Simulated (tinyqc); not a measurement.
MOS capacitor on an n-type substrate, surface potential from the exact charge relation: one step of the calculation.

Uniform n-type substrate, Boltzmann statistics, full ionisation, classical densities. psi is the surface potential against the body (positive when the bands bend down) and u = -psi/Vt. Traps are spread evenly over the gap and neutral at flat band, so their charge is -q Dit psi; the minority quasi-Fermi level is shifted by Vb.

Question. Charges, field and capacitances at the solution. ni = sqrt(Nc Nv) exp(-Eg/(2 Vt)), Eg in volts; phiF = Vt ln(N/ni); Cox = eps0 eox/tox; Vfb = phiM - chi - Vt ln(Nc/N) - q Nf/Cox; Q0 = sqrt(2 eps0 eps_r q N Vt); r = (ni/N)^2 exp(-Vb/Vt); VT = Vfb - [(2 phiF + Vb)(1 + q Dit/Cox) + sqrt(2 eps0 eps_r q N (2 phiF + Vb))/Cox].

u = -psi/Vt; F^2 = exp(-u) + u - 1 + r (exp(u) - u - 1); Qs = +sign(u) Q0 F; Cs = -dQs/dpsi = (Q0/Vt) |1 - exp(-u) + r (exp(u) - 1)|/(2 F). Low frequency: 1/C_LF = 1/Cox + 1/(Cs + q Dit). High frequency, in the simple estimate in which traps and minority carriers do not follow: 1/C_HF = 1/Cox + 1/Cd, Cd being Cs with r = 0 at the same psi. Minority sheet density N_inv = (Q0/(2 q)) int_0^u r (exp(t) - 1)/F(t) dt for u > 0. Oxide field |Qs - q Dit psi + q Nf|/(eps0 eox).

Values chosen for this exercise; band and dielectric values close to those of gallium nitride: temperature T = 300 K; band gap Eg = 3.43 eV; relative permittivity eps_r = 9.65; conduction-band density of states at T Nc = 2.31e18 cm^-3; valence-band density of states at T Nv = 4.57e19 cm^-3; donor density of the substrate N = 1.5e15 cm^-3; relative permittivity of the gate insulator (close to aluminium oxide) eox = 8.76; insulator thickness tox = 29 nm; fixed charge at the interface, in units of q Nf = 0 cm^-2; density of interface traps Dit = 0 cm^-2 eV^-1; reverse bias of the inversion layer against the body Vb = 0.5 V.

Constants: q = 1.602176634e-19 C, kB = 1.380649e-23 J/K, Vt = kB T/q, eps0 = 8.8541878128e-14 F/cm where lengths are in cm. Results are converted to the units shown.

converged psi = -2.7550828 V

Find: Qs; N_inv; oxide field; Cs; C_LF/Cox; C_HF/Cox.

Answer.

Qs = 33.479 nC/cm^2
N_inv = 8.5344e-4 cm^-2
oxide field = 0.043164 MV/cm
Cs = 0.0061334 uF/cm^2
C_LF/Cox = 0.022418
C_HF/Cox = 0.022418

The surface is in weak inversion (borders at |psi| = 0, phiF + Vb and 2 phiF + Vb = 3.47 V).

Program tinyqc, `OMP_NUM_THREADS=1 python tinyqc.py 2060115 2060116 out.jsonl`; Intel Xeon 2.30GHz, shared host, one thread, about 0.01 s.
